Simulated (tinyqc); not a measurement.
Surface photovoltage measurement of the minority-carrier diffusion length in a wafer. Inputs raised by 5 %, one at a time. Computed by tinyqc, a small Python program. Command: `OMP_NUM_THREADS=1 python tinyqc.py 3130092 3130093 out.jsonl spv sens`. One thread of a shared host (Intel(R) Xeon(R) Processor @ 2.30GHz), about 0.02 s of CPU time with the checks.

Low injection, steady light, a depletion layer much thinner than 1/alpha and L. The excess density dn is taken at the front edge of the neutral region; light that reaches the back is lost.

Inputs (values chosen for the exercise, modelled on p-type silicon at room temperature): diffusion length L = 180 micrometre; wafer thickness W = 725 micrometre; diffusivity D = 31.4 cm^2/s; front recombination velocity S_f = 180 cm/s; back recombination velocity S_b = 990000 cm/s; photon flux entering = 7.2e+11 1/(cm^2 s); minority density at the surface barrier scale n_0 = 2.8e+09 1/cm^3; temperature T = 298 K; wavelength = 834 nm; relative noise of each reading = 0 %; diffusion length after pair splitting over L = 0.47; iron factor C = 1.04e+16 micrometre^2/cm^3.

normal deviates g for the noise: [1.46, -0.20, 0.41, 2.27, -1.67, 2.17, -1.82]

Constants: k_B = 8.617333262e-05 eV/K.

Method:
- alpha = (84.732/lambda - 76.417)^2 per cm with lambda in micrometre (an empirical fit for silicon between 0.7 and 1.05 micrometre).
- Thick wafer: dn = Phi L/((S_f + D/L)(L + 1/alpha)). Finite wafer, with s = S_b L/D, w = W/L, a = alpha L: dn = [Phi a/(a^2 - 1)] [a - B - exp(-alpha W)(a - s)/(cosh w + s sinh w)]/(S_f + B D/L), B = (sinh w + s cosh w)/(cosh w + s sinh w).
- Photovoltage V = (k_B T/e) ln(1 + dn/n_0). Lifetime = L^2/D.
- Readings y = (Phi/dn) (1 + noise x g) at 780, 830, 880, 920, 950, 975 and 995 nm; a least-squares line y = c (1/alpha + L_app) gives L_app = intercept/slope.
- Splitting iron-boron pairs in boron-doped silicon shortens L; with nothing else changing, [Fe] = C (1/L_after^2 - 1/L^2). It is evaluated with the true lengths and with the apparent ones (without noise), which differ when the wafer is not thick against L.

Runs; columns: (1) input moved; (2) from; (3) to; (4) dn, finite wafer (1/cm^3); (5) apparent length L_app (micrometre); (6) photovoltage V (mV); (7) [Fe] from the apparent lengths (1/cm^3):
```
(1)                                          (2)       (3)        (4)    (5)    (6)        (7)
base run                                       -         -  3.438e+08  179.4  2.974  1.130e+12
diffusion length L (micrometre)              180       189  3.606e+08  188.1  3.111  1.024e+12
wafer thickness W (micrometre)               725    761.25  3.438e+08  179.6  2.974  1.131e+12
diffusivity D (cm^2/s)                      31.4     32.97  3.289e+08  179.4  2.852  1.130e+12
front recombination velocity S_f (cm/s)      180       189  3.422e+08  179.4  2.961  1.130e+12
back recombination velocity S_b (cm/s)    990000   1039500  3.438e+08  179.4  2.974  1.130e+12
photon flux entering (1/(cm^2 s))        7.2e+11  7.56e+11  3.610e+08  179.4  3.114  1.130e+12
wavelength (nm)                              834     875.7  3.296e+08  179.4  2.858  1.130e+12
```

Exponents ln(y'/y) / ln(x'/x):
```
input                             dn, finite wafer  apparent length L_app  photovoltage V  [Fe] from the apparent lengths
diffusion length L                           0.977                  0.976           0.922                          -2.013
wafer thickness W                            0.004                  0.023           0.004                           0.013
diffusivity D                               -0.909                  0.000          -0.859                           0.000
front recombination velocity S_f            -0.096                  0.000          -0.090                           0.000
back recombination velocity S_b              0.000                  0.000           0.000                           0.000
photon flux entering                         1.000                  0.000           0.943                           0.000
wavelength                                  -0.861                  0.000          -0.814                           0.000
```

Which inputs matter most for each result?

Among the inputs moved here: dn, finite wafer answers most in size to photon flux entering (exponent +1.000), next to diffusion length L (+0.977); its exponent is below 0.0005 for back recombination velocity S_b. Apparent length L_app answers most in size to diffusion length L (exponent +0.976), next to wafer thickness W (+0.023); its exponent is below 0.0005 for diffusivity D, front recombination velocity S_f, back recombination velocity S_b, photon flux entering, wavelength. Its exponent 0.000 in front recombination velocity S_f: S_f scales all readings alike. Photovoltage V answers most in size to photon flux entering (exponent +0.943), next to diffusion length L (+0.922); its exponent is below 0.0005 for back recombination velocity S_b. [Fe] from the apparent lengths answers most in size to diffusion length L (exponent -2.013), next to wafer thickness W (+0.013); its exponent is below 0.0005 for diffusivity D, front recombination velocity S_f, back recombination velocity S_b, photon flux entering, wavelength.

Caution (all rows): dn is not small against n_0, so V is not linear in the flux; the constant-flux reading then needs dn, not V.
